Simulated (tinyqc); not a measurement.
# Bias-temperature instability, empirical power law with universal recovery, step by step

tinyqc, about 0.01 s, one thread, Intel Xeon 2.30GHz (shared host): `OMP_NUM_THREADS=1 python tinyqc.py 2070122 2070123 out.jsonl` Printed values are rounded.

Threshold-voltage shift at the end of a stress: dV = A (V/V0)^g exp[-(Ea q/kB)(1/T - 1/T0)] (t/1 s)^n. After a delay tr the permanent share pp stays and the rest falls by r = 1/(1 + B (tr/t)^be). An empirical model: its parameters are fits, not properties.

Inputs (values chosen for the exercise):
```
symbol  value  unit                                  meaning
V0        1.3     V                 reference stress voltage
T0        398     K                    reference temperature
A          15    mV             shift after 1 s at V0 and T0
n        0.19                                  time exponent
g         2.9                               voltage exponent
Ea       0.19    eV  apparent activation energy of the shift
pp        0.1                                permanent share
B         1.1                                 recovery scale
be       0.14                            recovery dispersion
V        0.93     V                              use voltage
T         328     K                          use temperature
dc         30    mV                        failure criterion
tr        0.1     s             delay before the measurement
```

Constants: q = 1.602176634e-19 C, kB = 1.380649e-23 J/K. Results are converted to the units shown.

## Shift and lifetime at use conditions

The lifetime solves dV = dc; ten years are 3.15576e8 s.

voltage factor = 0.378586
temperature factor = 0.306578
shift after ten years = 71.7177 mV
lifetime = 0.1018 years
largest voltage for ten years = 0.688595 V

The device fails: the shift at ten years is above dc. In time the voltage exponent is g/n = 15.3 and the activation energy Ea/n = 1.00 eV.

## What a delayed measurement sees

t, point 0 to 2 (s): 10  100  1000

At V0 and T0, measured shift = dV [pp + (1 - pp) r]; the apparent exponent is the slope of ln(shift) against ln t between the first and last point.

```
point  dV (mV)  share left  measured (mV)
0      23.2322    0.670600        15.5795
1      35.9825    0.734604        26.4329
2      55.7303    0.790732        44.0677
```

apparent n = 0.225783

The delay hides 20.9 % of the last shift and raises the exponent from 0.19 to 0.226, since short stresses recover by a larger share.
